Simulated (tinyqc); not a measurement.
ROHF in the 3-21g basis, for H3, spin multiplicity 2, step by step (part 1 of 2). Computed by tinyqc, a small Python program that keeps every step (integrals from PySCF). Settings: charge = 0, multiplicity = 2, basis = 3-21g, energy threshold = 1e-08, iteration cap = 62, orthogonalisation = symmetric, start = core, DIIS depth = 6, method = ROHF. Command: `OMP_NUM_THREADS=1 python tinyqc.py 21157 21158 out.jsonl` (the two numbers bound the seeds that draw the settings). One thread of a shared host (Intel(R) Xeon(R) Processor @ 2.60GHz), about 0.06 s of CPU time with the checks. Later iterations appear only in the table of the cycle.

## One-electron integrals

Geometry (angstrom):
```
atom         x         y          z
H     0.000000  0.000000   0.000000
H     0.000000  0.000000   1.503000
H     0.000000  0.000000  -1.503000
```

Basis 3-21g: exponents (1/bohr^2) and contraction coefficients of normalised primitives:
```
element  l (shell)  exponent  coefficient
H            s (1)  5.447178     0.156285
H            s (1)  0.824547     0.904691
H            s (2)  0.183192     1.000000
```

Overlap, kinetic and nuclear-attraction integrals over the contracted functions; the nuclear repulsion is the sum of Za Zb / Rab.

nuclear repulsion = 0.88020161 hartree

overlap S, order 1H 1s, 1H 2s, 2H 1s, 2H 2s, 3H 1s, 3H 2s:
$$\begin{pmatrix}
1.000000 & 0.645899 & 0.029904 & 0.190813 & 0.029904 & 0.190813 \\
0.645899 & 1.000000 & 0.190813 & 0.477634 & 0.190813 & 0.477634 \\
0.029904 & 0.190813 & 1.000000 & 0.645899 & 0.000001 & 0.004970 \\
0.190813 & 0.477634 & 0.645899 & 1.000000 & 0.004970 & 0.052045 \\
0.029904 & 0.190813 & 0.000001 & 0.004970 & 1.000000 & 0.645899 \\
0.190813 & 0.477634 & 0.004970 & 0.052045 & 0.645899 & 1.000000
\end{pmatrix}$$

kinetic energy T (hartree), order 1H 1s, 1H 2s, 2H 1s, 2H 2s, 3H 1s, 3H 2s:
$$\begin{pmatrix}
1.549405 & 0.293152 & -0.047269 & 0.016143 & -0.047269 & 0.016143 \\
0.293152 & 0.274788 & 0.016143 & 0.066594 & 0.016143 & 0.066594 \\
-0.047269 & 0.016143 & 1.549405 & 0.293152 & -0.000013 & -0.005026 \\
0.016143 & 0.066594 & 0.293152 & 0.274788 & -0.005026 & -0.013878 \\
-0.047269 & 0.016143 & -0.000013 & -0.005026 & 1.549405 & 0.293152 \\
0.016143 & 0.066594 & -0.005026 & -0.013878 & 0.293152 & 0.274788
\end{pmatrix}$$

nuclear attraction V (hartree), order 1H 1s, 1H 2s, 2H 1s, 2H 2s, 3H 1s, 3H 2s:
$$\begin{pmatrix}
-2.425079 & -1.237456 & -0.049304 & -0.349566 & -0.049304 & -0.349566 \\
-1.237456 & -1.376572 & -0.329211 & -0.633989 & -0.329211 & -0.633989 \\
-0.049304 & -0.329211 & -2.249039 & -1.123763 & -0.000003 & -0.008078 \\
-0.349566 & -0.633989 & -1.123763 & -1.205828 & -0.008078 & -0.071644 \\
-0.049304 & -0.329211 & -0.000003 & -0.008078 & -2.249039 & -1.123763 \\
-0.349566 & -0.633989 & -0.008078 & -0.071644 & -1.123763 & -1.205828
\end{pmatrix}$$

core Hamiltonian H = T + V (hartree), order 1H 1s, 1H 2s, 2H 1s, 2H 2s, 3H 1s, 3H 2s:
$$\begin{pmatrix}
-0.875674 & -0.944304 & -0.096573 & -0.333423 & -0.096573 & -0.333423 \\
-0.944304 & -1.101784 & -0.313068 & -0.567395 & -0.313068 & -0.567395 \\
-0.096573 & -0.313068 & -0.699634 & -0.830612 & -0.000016 & -0.013104 \\
-0.333423 & -0.567395 & -0.830612 & -0.931040 & -0.013104 & -0.085522 \\
-0.096573 & -0.313068 & -0.000016 & -0.013104 & -0.699634 & -0.830612 \\
-0.333423 & -0.567395 & -0.013104 & -0.085522 & -0.830612 & -0.931040
\end{pmatrix}$$

## Two-electron integrals

Functions are numbered as in S; the eight-fold symmetry (ij|kl) = (ji|kl) = (kl|ij) leaves the list below.

Two-electron integrals (ij|kl) in chemists' order, unique and non-zero (hartree):
```
(11|11) 1.140145   (21|11) 0.611403   (21|21) 0.345152   (22|11) 0.626370
(22|21) 0.380329   (22|22) 0.482957   (31|11) 0.019898   (31|21) 0.012167
(31|22) 0.015344   (31|31) 0.000912   (32|11) 0.080950   (32|21) 0.051739
(32|22) 0.074555   (32|31) 0.004338   (32|32) 0.029784   (33|11) 0.352018
(33|21) 0.227139   (33|22) 0.342906   (33|31) 0.019898   (33|32) 0.170064
(33|33) 1.140145   (41|11) 0.170064   (41|21) 0.097312   (41|22) 0.109710
(41|31) 0.004338   (41|32) 0.018535   (41|33) 0.080950   (41|41) 0.029784
(42|11) 0.247149   (42|21) 0.153188   (42|22) 0.205159   (42|31) 0.008818
(42|32) 0.049668   (42|33) 0.247149   (42|41) 0.049668   (42|42) 0.110179
(43|11) 0.227139   (43|21) 0.146304   (43|22) 0.219138   (43|31) 0.012167
(43|32) 0.097312   (43|33) 0.611403   (43|41) 0.051739   (43|42) 0.153188
(43|43) 0.345152   (44|11) 0.342906   (44|21) 0.219138   (44|22) 0.321950
(44|31) 0.015344   (44|32) 0.109710   (44|33) 0.626370   (44|41) 0.074555
(44|42) 0.205159   (44|43) 0.380329   (44|44) 0.482957   (51|11) 0.019898
(51|21) 0.012167   (51|22) 0.015344   (51|31) 0.000316   (51|32) 0.001520
(51|33) 0.007026   (51|41) 0.002902   (51|42) 0.004895   (51|43) 0.004538
(51|44) 0.007019   (51|51) 0.000912   (52|11) 0.080950   (52|21) 0.051739
(52|22) 0.074555   (52|31) 0.001520   (52|32) 0.007779   (52|33) 0.036833
(52|41) 0.012790   (52|42) 0.024098   (52|43) 0.023790   (52|44) 0.036828
(52|51) 0.004338   (52|52) 0.029784   (53|11) 1.47e-06   (53|21) 8.05e-07
(53|22) 8.44e-07   (53|31) 2.69e-08   (53|32) 1.10e-07   (53|33) 4.81e-07
(53|41) 2.25e-07   (53|42) 3.35e-07   (53|43) 3.10e-07   (53|44) 4.68e-07
(53|51) 2.69e-08   (53|52) 1.10e-07   (54|11) 0.002627   (54|21) 0.001647
(54|22) 0.002231   (54|31) 0.000046   (54|32) 0.000228   (54|33) 0.001066
(54|41) 0.000402   (54|42) 0.000719   (54|43) 0.000688   (54|44) 0.001065
(54|51) 0.000128   (54|52) 0.000735   (54|54) 0.000020   (55|11) 0.352018
(55|21) 0.227139   (55|22) 0.342906   (55|31) 0.007026   (55|32) 0.036833
(55|33) 0.176040   (55|41) 0.057180   (55|42) 0.112013   (55|43) 0.113704
(55|44) 0.176039   (55|51) 0.019898   (55|52) 0.170064   (55|53) 4.81e-07
(55|54) 0.003754   (55|55) 1.140145   (61|11) 0.170064   (61|21) 0.097312
(61|22) 0.109710   (61|31) 0.002902   (61|32) 0.012790   (61|33) 0.057180
(61|41) 0.025523   (61|42) 0.040062   (61|43) 0.036912   (61|44) 0.056392
(61|51) 0.004338   (61|52) 0.018535   (61|53) 2.25e-07   (61|54) 0.000586
(61|55) 0.080950   (61|61) 0.029784   (62|11) 0.247149   (62|21) 0.153188
(62|22) 0.205159   (62|31) 0.004895   (62|32) 0.024098   (62|33) 0.112013
(62|41) 0.040062   (62|42) 0.073448   (62|43) 0.072288   (62|44) 0.110999
(62|51) 0.008818   (62|52) 0.049668   (62|53) 3.35e-07   (62|54) 0.001369
(62|55) 0.247149   (62|61) 0.049668   (62|62) 0.110179   (63|11) 0.002627
(63|21) 0.001647   (63|22) 0.002231   (63|31) 0.000128   (63|32) 0.000735
(63|33) 0.003754   (63|41) 0.000586   (63|42) 0.001369   (63|43) 0.002223
(63|44) 0.002666   (63|51) 0.000046   (63|52) 0.000228   (63|54) 0.000007
(63|55) 0.001066   (63|61) 0.000402   (63|62) 0.000719   (63|63) 0.000020
(64|11) 0.032600   (64|21) 0.019794   (64|22) 0.025136   (64|31) 0.000799
(64|32) 0.003880   (64|33) 0.017847   (64|41) 0.005710   (64|42) 0.010678
(64|43) 0.011405   (64|44) 0.016756   (64|51) 0.000799   (64|52) 0.003880
(64|53) 4.39e-08   (64|54) 0.000116   (64|55) 0.017847   (64|61) 0.005710
(64|62) 0.010678   (64|63) 0.000116   (64|64) 0.001308   (65|11) 0.227139
(65|21) 0.146304   (65|22) 0.219138   (65|31) 0.004538   (65|32) 0.023790
(65|33) 0.113704   (65|41) 0.036912   (65|42) 0.072288   (65|43) 0.073441
(65|44) 0.113701   (65|51) 0.012167   (65|52) 0.097312   (65|53) 3.10e-07
(65|54) 0.002223   (65|55) 0.611403   (65|61) 0.051739   (65|62) 0.153188
(65|63) 0.000688   (65|64) 0.011405   (65|65) 0.345152   (66|11) 0.342906
(66|21) 0.219138   (66|22) 0.321950   (66|31) 0.007019   (66|32) 0.036828
(66|33) 0.176039   (66|41) 0.056392   (66|42) 0.110999   (66|43) 0.113701
(66|44) 0.175937   (66|51) 0.015344   (66|52) 0.109710   (66|53) 4.68e-07
(66|54) 0.002666   (66|55) 0.626370   (66|61) 0.074555   (66|62) 0.205159
(66|63) 0.001065   (66|64) 0.016756   (66|65) 0.380329   (66|66) 0.482957
```

## Orthogonalisation

S = U s U^T; symmetric (Loewdin) form X = U s^(-1/2) U^T, so that X^T S X = 1.

eigenvalues of S: [0.168185, 0.332520, 0.396768, 1.139311, 1.615433, 2.347782]

X, order 1H 1s, 1H 2s, 2H 1s, 2H 2s, 3H 1s, 3H 2s:
$$\begin{pmatrix}
1.255683 & -0.529874 & 0.021845 & 0.055293 & 0.021845 & 0.055293 \\
-0.529874 & 1.595217 & 0.046309 & -0.421666 & 0.046309 & -0.421666 \\
0.021845 & 0.046309 & 1.240950 & -0.484484 & -0.000309 & -0.011182 \\
0.055293 & -0.421666 & -0.484484 & 1.401815 & -0.011182 & 0.122123 \\
0.021845 & 0.046309 & -0.000309 & -0.011182 & 1.240950 & -0.484484 \\
0.055293 & -0.421666 & -0.011182 & 0.122123 & -0.484484 & 1.401815
\end{pmatrix}$$

## Starting guess

The start is the orbitals of the core Hamiltonian; D(s) = C_occ C_occ^T for each spin.

D(alpha) at the start, order 1H 1s, 1H 2s, 2H 1s, 2H 2s, 3H 1s, 3H 2s:
$$\begin{pmatrix}
0.122635 & 0.196147 & 0.046625 & 0.038783 & 0.046625 & 0.038783 \\
0.196147 & 0.313725 & 0.074574 & 0.062031 & 0.074574 & 0.062031 \\
0.046625 & 0.074574 & 0.101626 & 0.158132 & -0.066173 & -0.128642 \\
0.038783 & 0.062031 & 0.158132 & 0.257318 & -0.128642 & -0.232788 \\
0.046625 & 0.074574 & -0.066173 & -0.128642 & 0.101626 & 0.158132 \\
0.038783 & 0.062031 & -0.128642 & -0.232788 & 0.158132 & 0.257318
\end{pmatrix}$$

D(beta) at the start, order 1H 1s, 1H 2s, 2H 1s, 2H 2s, 3H 1s, 3H 2s:
$$\begin{pmatrix}
0.122635 & 0.196147 & 0.046625 & 0.038783 & 0.046625 & 0.038783 \\
0.196147 & 0.313725 & 0.074574 & 0.062031 & 0.074574 & 0.062031 \\
0.046625 & 0.074574 & 0.017727 & 0.014745 & 0.017727 & 0.014745 \\
0.038783 & 0.062031 & 0.014745 & 0.012265 & 0.014745 & 0.012265 \\
0.046625 & 0.074574 & 0.017727 & 0.014745 & 0.017727 & 0.014745 \\
0.038783 & 0.062031 & 0.014745 & 0.012265 & 0.014745 & 0.012265
\end{pmatrix}$$

## Iteration 1: building the Fock matrix

J_ij = sum D_kl (ij|kl) with D = D(alpha) + D(beta), K_ij = sum D_kl (ik|jl) for each spin; F = H + J - K(s); E = tr D H + tr D J / 2 - 0.5 sum_s tr D(s) K(s) + E_nn.

Coulomb J (hartree), order 1H 1s, 1H 2s, 2H 1s, 2H 2s, 3H 1s, 3H 2s:
$$\begin{pmatrix}
1.793891 & 1.065076 & 0.045183 & 0.308133 & 0.045183 & 0.308133 \\
1.065076 & 1.335985 & 0.246827 & 0.594449 & 0.246827 & 0.594449 \\
0.045183 & 0.246827 & 1.272134 & 0.775698 & 0.000002 & 0.006859 \\
0.308133 & 0.594449 & 0.775698 & 1.040657 & 0.006859 & 0.069531 \\
0.045183 & 0.246827 & 0.000002 & 0.006859 & 1.272134 & 0.775698 \\
0.308133 & 0.594449 & 0.006859 & 0.069531 & 0.775698 & 1.040657
\end{pmatrix}$$

exchange K(alpha) (hartree), order 1H 1s, 1H 2s, 2H 1s, 2H 2s, 3H 1s, 3H 2s:
$$\begin{pmatrix}
0.550661 & 0.474572 & 0.104116 & 0.208846 & 0.104116 & 0.208846 \\
0.474572 & 0.496150 & 0.176098 & 0.267262 & 0.176098 & 0.267262 \\
0.104116 & 0.176098 & 0.447546 & 0.378460 & -0.044750 & -0.025988 \\
0.208846 & 0.267262 & 0.378460 & 0.387432 & -0.025988 & 0.014404 \\
0.104116 & 0.176098 & -0.044750 & -0.025988 & 0.447546 & 0.378460 \\
0.208846 & 0.267262 & -0.025988 & 0.014404 & 0.378460 & 0.387432
\end{pmatrix}$$

exchange K(beta) (hartree), order 1H 1s, 1H 2s, 2H 1s, 2H 2s, 3H 1s, 3H 2s:
$$\begin{pmatrix}
0.547649 & 0.466619 & 0.094957 & 0.200402 & 0.094957 & 0.200402 \\
0.466619 & 0.459789 & 0.115409 & 0.215833 & 0.115409 & 0.215833 \\
0.094957 & 0.115409 & 0.094135 & 0.101144 & 0.019983 & 0.040871 \\
0.200402 & 0.215833 & 0.101144 & 0.142604 & 0.040871 & 0.084021 \\
0.094957 & 0.115409 & 0.019983 & 0.040871 & 0.094135 & 0.101144 \\
0.200402 & 0.215833 & 0.040871 & 0.084021 & 0.101144 & 0.142604
\end{pmatrix}$$

F(alpha) (hartree), order 1H 1s, 1H 2s, 2H 1s, 2H 2s, 3H 1s, 3H 2s:
$$\begin{pmatrix}
0.367556 & -0.353800 & -0.155506 & -0.234136 & -0.155506 & -0.234136 \\
-0.353800 & -0.261948 & -0.242339 & -0.240207 & -0.242339 & -0.240207 \\
-0.155506 & -0.242339 & 0.124955 & -0.433374 & 0.044736 & 0.019743 \\
-0.234136 & -0.240207 & -0.433374 & -0.277815 & 0.019743 & -0.030395 \\
-0.155506 & -0.242339 & 0.044736 & 0.019743 & 0.124955 & -0.433374 \\
-0.234136 & -0.240207 & 0.019743 & -0.030395 & -0.433374 & -0.277815
\end{pmatrix}$$

F(beta) (hartree), order 1H 1s, 1H 2s, 2H 1s, 2H 2s, 3H 1s, 3H 2s:
$$\begin{pmatrix}
0.370568 & -0.345847 & -0.146347 & -0.225692 & -0.146347 & -0.225692 \\
-0.345847 & -0.225588 & -0.181650 & -0.188778 & -0.181650 & -0.188778 \\
-0.146347 & -0.181650 & 0.478365 & -0.156058 & -0.019996 & -0.047116 \\
-0.225692 & -0.188778 & -0.156058 & -0.032987 & -0.047116 & -0.100011 \\
-0.146347 & -0.181650 & -0.019996 & -0.047116 & 0.478365 & -0.156058 \\
-0.225692 & -0.188778 & -0.047116 & -0.100011 & -0.156058 & -0.032987
\end{pmatrix}$$

total energy of this density = -1.39206622 hartree

## Iteration 1: Roothaan effective Fock matrix

With projectors Pc = D(beta) S, Po = (D(alpha) - D(beta)) S, Pv = 1 - D(alpha) S, the block xy is Px^T F Py; with Fc = (F(alpha) + F(beta))/2, the blocks are Fc for cc, oo, vv and cv, F(beta) for co and F(alpha) for ov.

effective F (hartree), order 1H 1s, 1H 2s, 2H 1s, 2H 2s, 3H 1s, 3H 2s:
$$\begin{pmatrix}
0.369062 & -0.349823 & -0.150926 & -0.229914 & -0.150926 & -0.229914 \\
-0.349823 & -0.243768 & -0.211995 & -0.214493 & -0.211995 & -0.214493 \\
-0.150926 & -0.211995 & 0.280074 & -0.300047 & 0.033955 & -0.008356 \\
-0.229914 & -0.214493 & -0.300047 & -0.141772 & -0.008356 & -0.078832 \\
-0.150926 & -0.211995 & 0.033955 & -0.008356 & 0.280074 & -0.300047 \\
-0.229914 & -0.214493 & -0.008356 & -0.078832 & -0.300047 & -0.141772
\end{pmatrix}$$

## Iteration 1: diagonalisation and new density

Diagonalise F' = X^T F X, C = X C', fill 2 alpha and 1 beta electrons from the bottom; D(s) = C_occ C_occ^T. Each column has its largest component positive (the first on a tie).

F' = X^T F X (hartree):
$$\begin{pmatrix}
0.930987 & -0.718604 & -0.014669 & -0.073535 & -0.014669 & -0.073535 \\
-0.718604 & 0.345478 & -0.085266 & -0.173374 & -0.085266 & -0.173374 \\
-0.014669 & -0.085266 & 0.739374 & -0.606975 & 0.031541 & 0.028169 \\
-0.073535 & -0.173374 & -0.606975 & 0.298742 & 0.028169 & -0.006663 \\
-0.014669 & -0.085266 & 0.031541 & 0.028169 & 0.739374 & -0.606975 \\
-0.073535 & -0.173374 & 0.028169 & -0.006663 & -0.606975 & 0.298742
\end{pmatrix}$$

orbital energies (hartree): MO1 -0.398731, MO2 -0.159635, MO3 0.160555, MO4 1.159457, MO5 1.172873, MO6 1.418177

coefficients C, order 1H 1s, 1H 2s, 2H 1s, 2H 2s, 3H 1s, 3H 2s:
$$\begin{pmatrix}
0.212694 & 0.000000 & 0.172805 & 0.073984 & 0.000000 & -1.335665 \\
0.466109 & 0.000000 & 0.965774 & -0.501029 & 0.000000 & 1.335803 \\
0.148001 & 0.248479 & -0.143088 & -0.922161 & 0.905885 & -0.047961 \\
0.257248 & 0.532388 & -0.685869 & 0.924647 & -0.804597 & -0.270796 \\
0.148001 & -0.248479 & -0.143088 & -0.922161 & -0.905885 & -0.047961 \\
0.257248 & -0.532388 & -0.685869 & 0.924647 & 0.804597 & -0.270796
\end{pmatrix}$$

D(alpha) after iteration 1, order 1H 1s, 1H 2s, 2H 1s, 2H 2s, 3H 1s, 3H 2s:
$$\begin{pmatrix}
0.045239 & 0.099139 & 0.031479 & 0.054715 & 0.031479 & 0.054715 \\
0.099139 & 0.217258 & 0.068985 & 0.119906 & 0.068985 & 0.119906 \\
0.031479 & 0.068985 & 0.083646 & 0.170360 & -0.039838 & -0.094214 \\
0.054715 & 0.119906 & 0.170360 & 0.349613 & -0.094214 & -0.217260 \\
0.031479 & 0.068985 & -0.039838 & -0.094214 & 0.083646 & 0.170360 \\
0.054715 & 0.119906 & -0.094214 & -0.217260 & 0.170360 & 0.349613
\end{pmatrix}$$

D(beta) after iteration 1, order 1H 1s, 1H 2s, 2H 1s, 2H 2s, 3H 1s, 3H 2s:
$$\begin{pmatrix}
0.045239 & 0.099139 & 0.031479 & 0.054715 & 0.031479 & 0.054715 \\
0.099139 & 0.217258 & 0.068985 & 0.119906 & 0.068985 & 0.119906 \\
0.031479 & 0.068985 & 0.021904 & 0.038073 & 0.021904 & 0.038073 \\
0.054715 & 0.119906 & 0.038073 & 0.066177 & 0.038073 & 0.066177 \\
0.031479 & 0.068985 & 0.021904 & 0.038073 & 0.021904 & 0.038073 \\
0.054715 & 0.119906 & 0.038073 & 0.066177 & 0.038073 & 0.066177
\end{pmatrix}$$

## Iteration 2: building the Fock matrix

As before.

Coulomb J (hartree), order 1H 1s, 1H 2s, 2H 1s, 2H 2s, 3H 1s, 3H 2s:
$$\begin{pmatrix}
1.517380 & 0.924414 & 0.042069 & 0.270489 & 0.042069 & 0.270489 \\
0.924414 & 1.221897 & 0.245545 & 0.561942 & 0.245545 & 0.561942 \\
0.042069 & 0.245545 & 1.302792 & 0.789526 & 0.000002 & 0.006602 \\
0.270489 & 0.561942 & 0.789526 & 1.040484 & 0.006602 & 0.063594 \\
0.042069 & 0.245545 & 0.000002 & 0.006602 & 1.302792 & 0.789526 \\
0.270489 & 0.561942 & 0.006602 & 0.063594 & 0.789526 & 1.040484
\end{pmatrix}$$

exchange K(alpha) (hartree), order 1H 1s, 1H 2s, 2H 1s, 2H 2s, 3H 1s, 3H 2s:
$$\begin{pmatrix}
0.349275 & 0.346376 & 0.104541 & 0.179545 & 0.104541 & 0.179545 \\
0.346376 & 0.429217 & 0.197634 & 0.273896 & 0.197634 & 0.273896 \\
0.104541 & 0.197634 & 0.479636 & 0.420913 & -0.029759 & -0.009963 \\
0.179545 & 0.273896 & 0.420913 & 0.438311 & -0.009963 & 0.027555 \\
0.104541 & 0.197634 & -0.029759 & -0.009963 & 0.479636 & 0.420913 \\
0.179545 & 0.273896 & -0.009963 & 0.027555 & 0.420913 & 0.438311
\end{pmatrix}$$

exchange K(beta) (hartree), order 1H 1s, 1H 2s, 2H 1s, 2H 2s, 3H 1s, 3H 2s:
$$\begin{pmatrix}
0.346026 & 0.338025 & 0.095453 & 0.170834 & 0.095453 & 0.170834 \\
0.338025 & 0.392147 & 0.139127 & 0.222207 & 0.139127 & 0.222207 \\
0.095453 & 0.139127 & 0.151899 & 0.153611 & 0.031339 & 0.055810 \\
0.170834 & 0.222207 & 0.153611 & 0.191968 & 0.055810 & 0.098945 \\
0.095453 & 0.139127 & 0.031339 & 0.055810 & 0.151899 & 0.153611 \\
0.170834 & 0.222207 & 0.055810 & 0.098945 & 0.153611 & 0.191968
\end{pmatrix}$$

F(alpha) (hartree), order 1H 1s, 1H 2s, 2H 1s, 2H 2s, 3H 1s, 3H 2s:
$$\begin{pmatrix}
0.292431 & -0.366265 & -0.159045 & -0.242479 & -0.159045 & -0.242479 \\
-0.366265 & -0.309104 & -0.265157 & -0.279349 & -0.265157 & -0.279349 \\
-0.159045 & -0.265157 & 0.123522 & -0.461999 & 0.029745 & 0.003461 \\
-0.242479 & -0.279349 & -0.461999 & -0.328868 & 0.003461 & -0.049484 \\
-0.159045 & -0.265157 & 0.029745 & 0.003461 & 0.123522 & -0.461999 \\
-0.242479 & -0.279349 & 0.003461 & -0.049484 & -0.461999 & -0.328868
\end{pmatrix}$$

F(beta) (hartree), order 1H 1s, 1H 2s, 2H 1s, 2H 2s, 3H 1s, 3H 2s:
$$\begin{pmatrix}
0.295680 & -0.357914 & -0.149957 & -0.233768 & -0.149957 & -0.233768 \\
-0.357914 & -0.272034 & -0.206650 & -0.227660 & -0.206650 & -0.227660 \\
-0.149957 & -0.206650 & 0.451259 & -0.194697 & -0.031353 & -0.062312 \\
-0.233768 & -0.227660 & -0.194697 & -0.082524 & -0.062312 & -0.120874 \\
-0.149957 & -0.206650 & -0.031353 & -0.062312 & 0.451259 & -0.194697 \\
-0.233768 & -0.227660 & -0.062312 & -0.120874 & -0.194697 & -0.082524
\end{pmatrix}$$

total energy of this density = -1.47934708 hartree

## Iteration 2: Roothaan effective Fock matrix

As before.

effective F (hartree), order 1H 1s, 1H 2s, 2H 1s, 2H 2s, 3H 1s, 3H 2s:
$$\begin{pmatrix}
0.294056 & -0.362090 & -0.154501 & -0.238123 & -0.154501 & -0.238123 \\
-0.362090 & -0.290569 & -0.235904 & -0.253504 & -0.235904 & -0.253504 \\
-0.154501 & -0.235904 & 0.266467 & -0.335244 & 0.020120 & -0.022529 \\
-0.238123 & -0.253504 & -0.335244 & -0.194701 & -0.022529 & -0.096174 \\
-0.154501 & -0.235904 & 0.020120 & -0.022529 & 0.266467 & -0.335244 \\
-0.238123 & -0.253504 & -0.022529 & -0.096174 & -0.335244 & -0.194701
\end{pmatrix}$$

## Iteration 2: DIIS over 2 matrices

error matrix X^T (FDS - SDF) X:
$$\begin{pmatrix}
0.000000 & 0.009202 & 0.005994 & 0.016329 & 0.005994 & 0.016329 \\
-0.009202 & 0.000000 & 0.003630 & 0.016525 & 0.003630 & 0.016525 \\
-0.005994 & -0.003630 & 0.000000 & 0.013682 & 0.000000 & -0.005036 \\
-0.016329 & -0.016525 & -0.013682 & 0.000000 & 0.005036 & 0.000000 \\
-0.005994 & -0.003630 & 0.000000 & -0.005036 & 0.000000 & 0.013682 \\
-0.016329 & -0.016525 & 0.005036 & 0.000000 & -0.013682 & 0.000000
\end{pmatrix}$$

B (overlaps of the stored error matrices):
$$\begin{pmatrix}
2.8630897e-01 & 2.4848719e-02 \\
2.4848719e-02 & 3.3747741e-03
\end{pmatrix}$$

Minimise |sum c_i e_i|^2 with sum c_i = 1: solve [B -1; -1 0][c; lambda] = [0; -1] with B_ij = tr e_i^T e_j, and take F = sum c_i F_i.

DIIS coefficients: [-0.089480, 1.089480]

extrapolated F (hartree), order 1H 1s, 1H 2s, 2H 1s, 2H 2s, 3H 1s, 3H 2s:
$$\begin{pmatrix}
0.287344 & -0.363187 & -0.154821 & -0.238858 & -0.154821 & -0.238858 \\
-0.363187 & -0.294757 & -0.238043 & -0.256995 & -0.238043 & -0.256995 \\
-0.154821 & -0.238043 & 0.265249 & -0.338394 & 0.018882 & -0.023797 \\
-0.238858 & -0.256995 & -0.338394 & -0.199437 & -0.023797 & -0.097725 \\
-0.154821 & -0.238043 & 0.018882 & -0.023797 & 0.265249 & -0.338394 \\
-0.238858 & -0.256995 & -0.023797 & -0.097725 & -0.338394 & -0.199437
\end{pmatrix}$$
